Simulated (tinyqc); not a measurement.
Doping from the ideality factor.

Inverse problem. For thermionic-field emission over a Schottky barrier the ideality factor is n = u coth(u) with u = E00/Vt and E00 = (hbar/2) sqrt(Nd/(me m0 eps0 eps_r)) in SI units (volts). Find u, E00 and Nd.

Inputs (values chosen for the exercise); band and dielectric values close to those of In0.53Ga0.47As:
- T = 300 K (temperature)
- me = 0.0412 m0 (electron mass)
- eps_r = 13.8 (relative permittivity)

Constants: q = 1.602176634e-19 C, kB = 1.380649e-23 J/K, eps0 = 8.8541878128e-12 F/m, hbar = 1.054571817e-34 J s, m0 = 9.1093837015e-31 kg, Vt = kB T/q. Results are converted to the units shown.

n = 3.1703564

Answer. u coth(u) rises steadily from 1, so n fixes u; the definition of E00 then gives Nd.

u = 3.159
E00 = 81.66 meV
Nd = 1.100e19 cm^-3

Program tinyqc, `OMP_NUM_THREADS=1 python tinyqc.py 2640088 2640089 out.jsonl`; Intel Xeon 2.30GHz, shared host, one thread, about 0.01 s.
